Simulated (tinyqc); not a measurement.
From voltage V back to trap density N_t: space-charge-limited current through a thin insulating or semi-insulating film with traps. Computed by tinyqc, a small Python program. Command: `OMP_NUM_THREADS=1 python tinyqc.py 3005892 3005893 out.jsonl sclc inv`. One thread of a shared host (Intel(R) Xeon(R) Processor @ 2.30GHz), about 0.01 s of CPU time with the checks.

One ohmic injecting contact at x = 0 (field zero), drift only, non-degenerate free carriers.

Inputs (values chosen for the exercise, modelled on HfO2):
```
quantity,value,unit
permittivity eps,22,-
band mobility mu,0.064,cm^2/(V s)
effective density of states N_c,1.1e+20,1/cm^3
"equilibrium Fermi level below the band edge, E_0",0.58,eV
thickness d,68,nm
"free density at the anode, in units of N_c",0.00056,-
temperature T,250,K
characteristic temperature T_c,500,K
```

Traps: exponential tail.

Constants: k_B = 8.617333262e-05 eV/K; eps_0 = 8.8541878128e-12 F/m; e = 1.602176634e-19 C.

Method:
- Free density n_0 = N_c exp(-E_0/k_B T) in equilibrium; trapped density n_t(n) = N_t (n/N_c)^(T/T_c) (the low-temperature form).
- J = e mu n F and (eps eps_0/e) dF/dx = n - n_0 + n_t(n) - n_t(n_0) = rho(n). With F = J/(e mu n): d = (eps eps_0 J/(e^2 mu)) I_1 and V = (eps eps_0 J^2/(e^3 mu^2)) I_2, I_k = int_(n_L)^infinity dn/(n^(k+1) rho(n)), n_L the density at the anode; with u = n_L/n, 200 Gauss-Legendre points in t, u = 1 - (1 - t)^2.
- Anode field J/(e mu n_L); Mott-Gurney current (9/8) eps eps_0 mu V^2/d^3; ohmic current e n_0 mu V/d.

Task: A run gave the result below. Find the trap density N_t, known to lie between 1.8e+18 and 4.1e+18 1/cm^3.

voltage V = 0.4958875 V

Result:

Each step takes the trial c = (a f_b - b f_a)/(f_b - f_a), f being the result less the target and a, b, c the logarithms of the listed values; c replaces end b, the old b replaces a if the sign of f changed, and otherwise f_a is halved.

Scan of the range:
```
trap density N_t (1/cm^3),voltage V (V)
1.80e+18,0.469143
2.06e+18,0.491366
2.37e+18,0.517770
2.72e+18,0.547474
3.12e+18,0.581299
3.57e+18,0.619217
4.10e+18,0.663719
```

False position (Illinois rule, in the logarithm of the input) inside the bracket:
```
step,end a,end b,trial,voltage V (V)
1,2.06000e+18,2.37000e+18,2.11005e+18,0.495636
2,2.37000e+18,2.11005e+18,2.11284e+18,0.495874
3,2.37000e+18,2.11284e+18,2.11314e+18,0.495900
4,2.11284e+18,2.11314e+18,2.11300e+18,0.495887
```

Voltage V rises at every point of a 13-point scan of the range (every second point is shown), so one value fits; it is bracketed by 2.06e18 and 2.37e18. Answer: trap density N_t = 2.113e18 1/cm^3.
